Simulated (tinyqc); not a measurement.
Worked calculation: Bloch-Grueneisen resistivity of a metal. Computed by tinyqc, a small Python program that keeps every step. Command: `OMP_NUM_THREADS=1 python tinyqc.py 3012445 3012446 out.jsonl bg walk`. One thread of a shared host (Intel(R) Xeon(R) Processor @ 2.30GHz), about 0.01 s of CPU time with the checks. Intermediate numbers are printed to about 6 digits and carried at full precision; extremes and crossings named in words are read from the listed rows.

Electrons scatter from a Debye spectrum of phonons (n = 5 for scattering within one band, n = 3 for scattering into a second, heavy band) and from static defects.

Inputs (values chosen for the exercise, modelled on ruthenium):
```
quantity                      value            unit
exponent n                        3               -
Debye temperature Theta         409               K
transport coupling lambda_tr   0.42               -
Drude plasma energy hbar w_p    7.6              eV
residual resistivity rho_0      4.5     microohm cm
temperature T                   200               K
coefficient A of T^2             13  picoohm cm/K^2
```

Addition: T^2 term.

Constants: k_B = 1.380649e-23 J/K; hbar = 1.054571817e-34 J s; eps_0 = 8.8541878128e-12 F/m; hbar = 6.582119569e-16 eV s; k_B = 8.617333262e-05 eV/K.

## Scale of the phonon resistivity

rho_ph = (n - 1) rho_1 (T/Theta)^n J_n(Theta/T), with rho_1 = 2 pi lambda_tr k_B Theta/(hbar eps_0 w_p^2), the high-temperature line at T = Theta.

rho_1 = 11.9706 microohm cm

## The integral and the phonon part

J_n(y) = int_0^y x^n e^x/(e^x - 1)^2 dx, by 96 Gauss-Legendre points (upper limit at most 60).

Theta/T = 2.045

J_n = 1.77179

phonon resistivity rho_ph = 4.95994 microohm cm

This is 84.7 % of the straight line rho_1 T/Theta.

## Total resistivity and derived numbers

rho = rho_0 + A T^2 + rho_ph. Temperature coefficient (1/rho) d rho/dT by a central difference of +/- 0.5 K; residual ratio rho(295 K)/rho(4.2 K); scattering time tau = 1/(eps_0 w_p^2 rho); Wiedemann-Franz kappa = L_0 T/rho, L_0 = (pi^2/3)(k_B/e)^2.

resistivity rho = 9.97994 microohm cm

temperature coefficient = 3.78903 1e-3/K

residual resistance ratio = 3.02544

scattering time = 8.48843 fs

Wiedemann-Franz conductivity = 48.9583 W/(m K)

The coefficient is 0.758 times 1/T; the temperature-independent part dilutes it. Caution: below about Theta/2 small-angle phonon scattering degrades heat flow more than charge flow, so a thermal conductivity taken from rho by the Wiedemann-Franz law would be too high.

## Limits of the phonon part

Low T: (n - 1) n! zeta(n) rho_1 (T/Theta)^n. High T: rho_1 (T/Theta) [1 - (n - 1)/(12 (n + 1)) (Theta/T)^2].

Resistivities (microohm cm):
```
T (K)       rho_ph    low-T law  straight line  line with correction  total rho
12     4.36109e-03  4.36109e-03         0.3512                     -     4.5062
20     2.01902e-02  2.01902e-02         0.5854                     -     4.5254
33     9.05697e-02  9.06971e-02         0.9658                     -     4.6047
49     2.88654e-01  2.96920e-01         1.4341                     -     4.8199
82     1.08121e+00  1.39153e+00         2.4000                     -     5.6686
140    2.97005e+00  6.92525e+00         4.0975                2.6404     7.7248
200    4.95994e+00  2.01902e+01         5.8536                4.8336     9.9799
330    9.07050e+00  9.06971e+01         9.6584                9.0402    14.9862
490    1.39344e+01  2.96920e+02        14.3413               13.9250    21.5557
820    2.37530e+01  1.39153e+03        23.9997               23.7509    36.9942
```

The low-T law holds to 10 % up to 49 K, the straight line from 330 K on. The local exponent of rho_ph falls from 3.00 to 1.04. Phonons overtake the residual resistivity between 140 and 200 K.

Checks made by the program: J_n at large argument against n! zeta(n) (relative difference below 1e-10).
